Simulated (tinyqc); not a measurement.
Density of states of one tight-binding band on the simple cubic lattice: one step. Histogram. Four cases, with inputs chosen for the exercise.

Task: Count the points in equal bins from E_lo to E_hi; g = count/(all points x bin width).

Case 1.

Values chosen: bins = 10 (bins of the histogram); E_lo = -10.913 eV (lower end of the histogram); E_hi = 16.417 eV (upper end).

Distinct energies:
```
E_k (eV)    points
-10.860000       1
-8.994346        6
-6.689431       12
-5.975654        6
-3.945255        8
-2.960000       24
0.494915        24
1.919431        12
6.085085        24
12.825255        8
```

Case 2.

Values chosen: bins = 6 (bins of the histogram); E_lo = -7.913 eV (lower end of the histogram); E_hi = 11.017 eV (upper end).

Distinct energies:
```
E_k (eV)   points
-7.860000       1
-5.760000       6
-3.660000       3
-3.140000      12
-0.520000      12
0.000000        8
2.620000        3
3.140000       12
6.800000        6
10.980000       1
```

Case 3.

Values chosen: bins = 10 (bins of the histogram); E_lo = -7.113 eV (lower end of the histogram); E_hi = 5.717 eV (upper end).

Distinct energies:
```
E_k (eV)   points
-7.080000       1
-5.283444       6
-3.601478      12
-2.376556       6
-2.034102       8
-0.880000      24
0.501966       24
1.541478       12
2.738034       24
4.674102        8
```

Case 4.

Values chosen: bins = 6 (bins of the histogram); E_lo = -11.313 eV (lower end of the histogram); E_hi = 11.317 eV (upper end).

Distinct energies:
```
E_k (eV)    points
-11.220000       1
-7.480000        6
-3.740000       15
0.000000        20
3.740000        15
7.480000         6
11.220000        1
```

Give: Histogram.

Result:

Case 1.

Histogram:
```
from (eV)  to (eV)  points  g (1/eV)
-10.9130   -8.1800       7    0.0205
-8.1800    -5.4470      18    0.0527
-5.4470    -2.7140      32    0.0937
-2.7140     0.0190       0    0.0000
0.0190      2.7520      36    0.1054
2.7520      5.4850       0    0.0000
5.4850      8.2180      24    0.0703
8.2180     10.9510       0    0.0000
10.9510    13.6840       8    0.0234
13.6840    16.4170       0    0.0000
```

Empty bins: 4 of 10; the fullest holds 36 points. Empty bins inside the band come from the coarse mesh, not from gaps.

Case 2.

Histogram:
```
from (eV)  to (eV)  points  g (1/eV)
-7.9130    -4.7580       7    0.0347
-4.7580    -1.6030      15    0.0743
-1.6030     1.5520      20    0.0990
1.5520      4.7070      15    0.0743
4.7070      7.8620       6    0.0297
7.8620     11.0170       1    0.0050
```

Empty bins: 0 of 6; the fullest holds 20 points.

Case 3.

Histogram:
```
from (eV)  to (eV)  points  g (1/eV)
-7.1130    -5.8300       1    0.0062
-5.8300    -4.5470       6    0.0374
-4.5470    -3.2640      12    0.0748
-3.2640    -1.9810      14    0.0873
-1.9810    -0.6980      24    0.1496
-0.6980     0.5850      24    0.1496
0.5850      1.8680      12    0.0748
1.8680      3.1510      24    0.1496
3.1510      4.4340       0    0.0000
4.4340      5.7170       8    0.0499
```

Empty bins: 1 of 10; the fullest holds 24 points. Empty bins inside the band come from the coarse mesh, not from gaps.

Case 4.

Histogram:
```
from (eV)  to (eV)  points  g (1/eV)
-11.3130   -7.5413       1    0.0041
-7.5413    -3.7697       6    0.0249
-3.7697     0.0020      35    0.1450
0.0020      3.7737      15    0.0621
3.7737      7.5453       6    0.0249
7.5453     11.3170       1    0.0041
```

Empty bins: 0 of 6; the fullest holds 35 points.

Computed by tinyqc, one run a case: `OMP_NUM_THREADS=1 python tinyqc.py N N+1 out.jsonl` with N = 1650696, 1650922, 1651069, 1651428; one thread of a shared Intel(R) Xeon(R) Processor @ 2.30GHz, about 0.3 s a run at most.
